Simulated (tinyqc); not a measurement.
Empirical pseudopotential in a few plane waves, step by step. One step of it, computed by the program tinyqc.

Task: Bloch Hamiltonian at G. Basis: the 15 shortest G (labels in 2 pi/a), the same at every k. H(G,G') = c |k + G|^2 delta + VS(|G-G'|^2) cos((G-G').tau) + i VA sin((G-G').tau), tau = a/8 (1,1,1); 1 Ry = 13.605693 eV.

Parameters chosen for this model: fcc lattice, atoms at +/- a/8 (1,1,1); form factors in rydberg at |G|^2 in units of (2 pi/a)^2:
```
parameter                 value      unit
a                      5.330000  angstrom
VS(3)                 -0.194000        Ry
VS(8)                  0.037000        Ry
VS(11)                 0.065000        Ry
VA(3)                         0        Ry
VA(4)                         0        Ry
VA(11)                        0        Ry
hbar^2/2m (2 pi/a)^2   5.294540        eV
```

k point G (2 pi / a): [0, 0, 0]

Give: H(k) at G.

Result:

H(k) at G (eV), order +0+0+0, -1-1-1, -1-1+1, -1+1-1, -1+1+1, +1-1-1, +1-1+1, +1+1-1, +1+1+1, -2+0+0, +0-2+0, +0+0-2, +0+0+2, +0+2+0, +2+0+0:
```
[[0.0000, 1.8664, -1.8664, -1.8664, -1.8664, -1.8664, -1.8664, -1.8664, 1.8664, 0.0000, 0.0000, 0.0000, 0.0000, 0.0000, 0.0000],
 [1.8664, 15.8836, 0.0000, 0.0000, -0.5034, 0.0000, -0.5034, -0.5034, 0.0000, -1.8664, -1.8664, -1.8664, -0.6253, -0.6253, -0.6253],
 [-1.8664, 0.0000, 15.8836, 0.5034, 0.0000, 0.5034, 0.0000, 0.0000, -0.5034, -1.8664, -1.8664, 0.6253, 1.8664, -0.6253, -0.6253],
 [-1.8664, 0.0000, 0.5034, 15.8836, 0.0000, 0.5034, 0.0000, 0.0000, -0.5034, -1.8664, 0.6253, -1.8664, -0.6253, 1.8664, -0.6253],
 [-1.8664, -0.5034, 0.0000, 0.0000, 15.8836, 0.0000, 0.5034, 0.5034, 0.0000, 1.8664, -0.6253, -0.6253, -1.8664, -1.8664, 0.6253],
 [-1.8664, 0.0000, 0.5034, 0.5034, 0.0000, 15.8836, 0.0000, 0.0000, -0.5034, 0.6253, -1.8664, -1.8664, -0.6253, -0.6253, 1.8664],
 [-1.8664, -0.5034, 0.0000, 0.0000, 0.5034, 0.0000, 15.8836, 0.5034, 0.0000, -0.6253, 1.8664, -0.6253, -1.8664, 0.6253, -1.8664],
 [-1.8664, -0.5034, 0.0000, 0.0000, 0.5034, 0.0000, 0.5034, 15.8836, 0.0000, -0.6253, -0.6253, 1.8664, 0.6253, -1.8664, -1.8664],
 [1.8664, 0.0000, -0.5034, -0.5034, 0.0000, -0.5034, 0.0000, 0.0000, 15.8836, -0.6253, -0.6253, -0.6253, -1.8664, -1.8664, -1.8664],
 [0.0000, -1.8664, -1.8664, -1.8664, 1.8664, 0.6253, -0.6253, -0.6253, -0.6253, 21.1782, 0.5034, 0.5034, -0.5034, -0.5034, 0.0000],
 [0.0000, -1.8664, -1.8664, 0.6253, -0.6253, -1.8664, 1.8664, -0.6253, -0.6253, 0.5034, 21.1782, 0.5034, -0.5034, 0.0000, -0.5034],
 [0.0000, -1.8664, 0.6253, -1.8664, -0.6253, -1.8664, -0.6253, 1.8664, -0.6253, 0.5034, 0.5034, 21.1782, 0.0000, -0.5034, -0.5034],
 [0.0000, -0.6253, 1.8664, -0.6253, -1.8664, -0.6253, -1.8664, 0.6253, -1.8664, -0.5034, -0.5034, 0.0000, 21.1782, 0.5034, 0.5034],
 [0.0000, -0.6253, -0.6253, 1.8664, -1.8664, -0.6253, 0.6253, -1.8664, -1.8664, -0.5034, 0.0000, -0.5034, 0.5034, 21.1782, 0.5034],
 [0.0000, -0.6253, -0.6253, -0.6253, 0.6253, 1.8664, -1.8664, -1.8664, -1.8664, 0.0000, -0.5034, -0.5034, 0.5034, 0.5034, 21.1782]]
```
